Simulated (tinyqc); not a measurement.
n-type polysilicon, carrier trapping at grain boundaries: one step of the calculation.

One-dimensional grains of size Lg, uniform ionised doping N, monovalent traps Qt at each boundary at a depth Et below (for electrons) or above (for holes) the band edge there, abrupt depletion of width W on each side of a boundary, Boltzmann statistics. xi is the distance from the band edge at the grain centre to the Fermi level. Trapped charge Qt/(1 + exp((xi + VB - Et)/Vt)) = 2 N W, barrier VB = q N W^2/(2 eps0 eps_r).

Question. Resistivity and effective mobility. n0 = NB exp(-xi/Vt); mean density n0 (1 - 2 W/Lg) by charge balance in a partly depleted grain, and n0 (sqrt(pi)/2) erf(u)/u with u = sqrt(VB/Vt) in a fully depleted one; v = sqrt(kB T/(2 pi ms m0)); barrier resistivity Vt exp(VB/Vt)/(q fe n0 v Lg); grain resistivity (1 - 2 W/Lg)/(q n0 mug); effective mobility 1/(q mean density total resistivity).

Inputs (values chosen for the exercise); values of the order met in polycrystalline silicon:
```
symbol    value        unit                                 meaning
T           350           K                             temperature
NB      3.53e19       cm^-3  conduction-band density of states at T
Lg           20          nm                              grain size
ms         0.47          m0            mass for thermionic emission
fe          0.5              correction factor of the emission rate
mug          71  cm^2/(V s)              mobility inside the grains
```

Constants: q = 1.602176634e-19 C, kB = 1.380649e-23 J/K, m0 = 9.1093837015e-31 kg, Vt = kB T/q. Results are converted to the units shown.

W = 10 nm
xi = 0.43491720 V
VB = 0.016239218 V

Give: n0; mean density; v; barrier resistivity; grain resistivity; resistivity; effective mobility.

Answer.

n0 = 1.9286e13 cm^-3
mean density = 1.6319e13 cm^-3
v = 4.2383e6 cm/s
barrier resistivity = 3945.8 ohm cm
grain resistivity = 0.0000 ohm cm
resistivity = 3945.8 ohm cm
effective mobility = 96.932 cm^2/(V s)

The resistivity is 9430 times that of a single crystal with the same N and mobility mug, and the mean density is 0.00777 % of N. The effective mobility exceeds mug only because drift through the depleted grain is left out.

Numbers from tinyqc (`OMP_NUM_THREADS=1 python tinyqc.py 2830018 2830019 out.jsonl`; about 0.01 s on one thread of a shared Intel Xeon 2.30GHz).
